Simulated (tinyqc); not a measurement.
Regular and subregular solution with a miscibility gap. Changing the temperature T. Computed by tinyqc, a small Python program. Command: `OMP_NUM_THREADS=1 python tinyqc.py 3030804 3030805 out.jsonl regsol sweep`. One thread of a shared host (Intel(R) Xeon(R) Processor @ 2.30GHz), about 0.01 s of CPU time with the checks.

Per mole of mixing sites: G(x) = x (1 - x) [L0 + L1 (1 - 2x)] + R T [x ln x + (1 - x) ln(1 - x)], x the fraction of B.

Inputs (values chosen for the exercise, for a model alloy):
```
quantity                     value    unit
interaction L0                10.3  kJ/mol
size misfit eta = d ln a/dx  0.018       -
asymmetry L1                     0  kJ/mol
overall fraction x0           0.34       -
start value s0                0.05       -
```

Source of L0: given.

Constants: R = 8.314462618 J/(mol K).

Method:
- L0 and eta are given.
- The spinodal is G'' = 0, R T_s(x) = x (1 - x) [2 L0 + 6 L1 (1 - 2x)]; the critical point is its maximum.
- G' = L0 (1 - 2x) + L1 (1 - 6x + 6x^2) + R T ln[x/(1 - x)]; G'' = -2 L0 - 6 L1 (1 - 2x) + R T/[x (1 - x)].
- Solve G'' = 0 on each side of x_c.
- Common tangent: F1 = G'(x1) - G'(x2) = 0 and F2 = [G - x G'](x1) - [G - x G'](x2) = 0. Newton step: J = [[G''(x1), -G''(x2)], [-x1 G''(x1), x2 G''(x2)]], J dx = -F; a step that would leave 0 < x < 1 is halved until it stays inside. The start is x1 = s0, x2 = 1 - s0.
- Stop when the step is below 1e-12, or when x1 and x2 meet within 1e-5; residuals under 1e-7 are shown as 0.
- Inside the gap the B-rich phase has the fraction f = (x0 - x1)/(x2 - x1), and the gain is (1 - f) G(x1) + f G(x2) - G(x0); outside it one phase remains.

One run for each value; columns: (1) temperature T (K); (2) solubility limit x1; (3) spinodal x_s1; (4) spinodal x_s2; (5) solubility limit x2; (6) free energy of decomposition (J/mol):
```
(1)      (2)      (3)      (4)      (5)      (6)
185  0.00125  0.08127  0.91873  0.99875  -1327.2
227  0.00446  0.10203  0.89797  0.99554  -1109.7
268  0.01074  0.12340  0.87660  0.98926   -905.8
309  0.02103  0.14605  0.85395  0.97897   -714.4
350  0.03614  0.17025  0.82975  0.96386   -539.5
391  0.05691  0.19638  0.80362  0.94309   -384.5
433  0.08523  0.22571  0.77429  0.91477   -249.4
474  0.12147  0.25775  0.74225  0.87853   -143.4
515  0.16914  0.29472  0.70528  0.83086    -65.2
```

Over the rows, solubility limit x1 rises from 0.00125 to 0.169 (exponent d ln y / d ln x 6.2 between the first rows and 4.0 between the last); spinodal x_s1 rises from 0.0813 to 0.295 (exponent d ln y / d ln x 1.1 between the first rows and 1.6 between the last); spinodal x_s2 falls from 0.919 to 0.705 (exponent d ln y / d ln x -0.11 between the first rows and -0.62 between the last). An Arrhenius slope -R d ln x1/d(1/T) gives 10.5 kJ/mol between the first rows and 16.4 between the last; in the dilute limit it tends to L0 + L1.

Caution (rows 185, 227, 268): at such a low temperature diffusion in a solid alloy is normally frozen, so this equilibrium would not be reached.
